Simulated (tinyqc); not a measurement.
Changing the width w (mask opening along <110>, or membrane width in the design step): anisotropic wet etching of Si(100): plane rates, V-grooves, membranes and undercut. Computed by tinyqc, a small Python program. Command: `OMP_NUM_THREADS=1 python tinyqc.py 3009846 3009847 out.jsonl wetetch sweep`. One thread of a shared host (Intel(R) Xeon(R) Processor @ 2.30GHz), about 0.01 s of CPU time with the checks.

A long slot opens the mask on a (100) wafer. The floor etches at R100; (111) walls stand at theta = arctan(sqrt2) = 54.7356 degrees to the surface and recede at R111 along their normal.

Inputs (values chosen for the exercise, close to those used for tetramethylammonium hydroxide solutions):

| quantity | value | unit |
|---|---|---|
| prefactor k0 of the (100) rate | 7.5e+08 | um/min |
| activation energy of (100), E | 0.626 | eV |
| ratio (100)/(111) at 80 C | 29 | - |
| extra energy of (111), dE | 0.091 | eV |
| ratio (100)/oxide at 80 C | 3200 | - |
| extra energy of the oxide, dE_ox | 0.24 | eV |
| bath temperature T | 50 | C |
| misalignment of the mask | 0.2 | degrees |
| etch time t | 26 | min |

Constants: k_B = 8.617333262e-05 eV/K.

Method:
- R100 = k0 exp(-E/(k_B T)); a ratio given at 80 C scales as exp[(extra energy/k_B)(1/T - 1/353.15 K)]; R111 and R_ox follow by division.
- Temperatures in kelvin are T(C) + 273.15.
- A misaligned edge exposes ledges and adds R100 sin(misalignment) to the lateral rate (a simple estimate): u = R111/sin(theta) + R100 sin(misalignment). Top width W = w + 2 u t; floor width b = W - 2 z/tan(theta) = W - sqrt2 z. The floor lasts until b = 0, at t_V = w/(sqrt2 R100 - 2u); depth z = R100 t before t_V and W/sqrt2 after.

One run for each value:

| width w (mask opening along <110>, or membrane width in the design step) (um) | depth z (um) | floor width b (um) | time t_V to close the V (min) |
|---|---|---|---|
| 1 | 0.876 | 0 | 5.751e+00 |
| 2.2 | 1.725 | 0 | 1.265e+01 |
| 4.6 | 3.366 | 7.908e-02 | 2.645e+01 |
| 10 | 3.366 | 5.479e+00 | 5.751e+01 |
| 22 | 3.366 | 1.748e+01 | 1.265e+02 |
| 46 | 3.366 | 4.148e+01 | 2.645e+02 |
| 100 | 3.366 | 9.548e+01 | 5.751e+02 |
| 220 | 3.366 | 2.155e+02 | 1.265e+03 |
| 460 | 3.366 | 4.555e+02 | 2.645e+03 |
| 1000 | 3.366 | 9.955e+02 | 5.751e+03 |

Over the rows, depth z (um) rises from 0.876 to 3.37, flat over part of the range; floor width b (um) rises from 0 to 995, flat over part of the range; time t_V to close the V (min) rises from 5.75 to 5750 (exponent d ln y / d ln x about 1.0 throughout). At the high end the exponent of depth z is 0.00, close to 0: the floor is still open. The exponent of time t_V to close the V stays at 1: the floor shrinks at a constant rate. Narrow openings close to V-grooves that deepen only by undercut, wide ones share the depth R100 t, so one etch gives many depths.
